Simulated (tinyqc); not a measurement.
# Changing the temperature T

Model: valley-orbit splitting of a donor ground state, with strain. Computed by tinyqc, a small Python program. Command: `OMP_NUM_THREADS=1 python tinyqc.py 3000129 3000130 out.jsonl valleyorbit sweep`. One thread of a shared host (Intel(R) Xeon(R) Processor @ 2.30GHz), about 0.01 s of CPU time with the checks.

The basis is the 1s envelope in each valley; energies are counted from the unstrained conduction-band edge. The strain is e_s (a a^T - 1/3) for the unit stress axis a, so valley j along n_j moves by Xi_u e_s w_j with w_j = (n_j.a)^2 - 1/3: +2/3 for [111], -2/9 for the others.

Inputs (values chosen for the exercise, for a model many-valley semiconductor): single-valley binding energy E_0 = 7.18 meV; central-cell shift Lambda = 1 meV; coupling Delta_1 = 0.45 meV; shear deformation potential Xi_u = 15.6 eV; shear strain e_s = -0.0003; donor density N_D = 4.3e+16 cm^-3; density-of-states mass of one valley m_e = 0.225 m_0.

Valleys: four along <111>. Stress axis: [111].

Constants: k_B = 8.617333262e-05 eV/K; m_0 = 9.1093837015e-31 kg; k_B = 1.380649e-23 J/K; h = 6.62607015e-34 J s.

Method. H_jj = -(E_0 + Lambda) + Xi_u e_s w_j; H_jk = -Delta_1 between any two valleys. z = sum over levels of exp(-(E - E_ground)/k_B T), the ground-state share being 1/z; N_c = 2 (2 pi m_e k_B T/h^2)^(3/2) sum_j exp(-(shift_j - lowest shift)/k_B T); n1 = N_c/(2 z) exp(-binding/k_B T), binding = lowest shift - E_ground; without compensation n = 2 N_D/(1 + sqrt(1 + 4 N_D/n1)) (Boltzmann statistics; p and higher states left out).

One run for each value:
```
temperature T (K)  partition sum z  share of neutral donors in the ground state  free electrons n (cm^-3)
10                           1.023                                       0.9777                 1.466e+14
15                           1.110                                       0.9006                 9.938e+14
23                           1.340                                       0.7461                 4.081e+15
36                           1.739                                       0.5749                 1.110e+16
55                           2.195                                       0.4556                 2.042e+16
84                           2.639                                       0.3789                 2.942e+16
130                          3.029                                       0.3302                 3.596e+16
200                          3.326                                       0.3007                 3.955e+16
300                          3.531                                       0.2832                 4.126e+16
```

What does the table show?

Over the rows, partition sum z rises from 1.02 to 3.53 (exponent d ln y / d ln x 0.20 between the first rows and 0.15 between the last); share of neutral donors in the ground state falls from 0.978 to 0.283 (exponent d ln y / d ln x -0.20 between the first rows and -0.15 between the last); free electrons n (cm^-3) rises from 1.47e14 to 4.13e16 (exponent d ln y / d ln x 4.7 between the first rows and 0.10 between the last).

Caution (all rows): at this donor density neighbouring orbits begin to overlap and the depth shrinks, which a fixed level leaves out. Caution (rows 36.0, 55.0, 84.0, 130, 200, 300): k_B T exceeds a third of E_0, so the p and higher states, left out, hold part of the bound electrons.
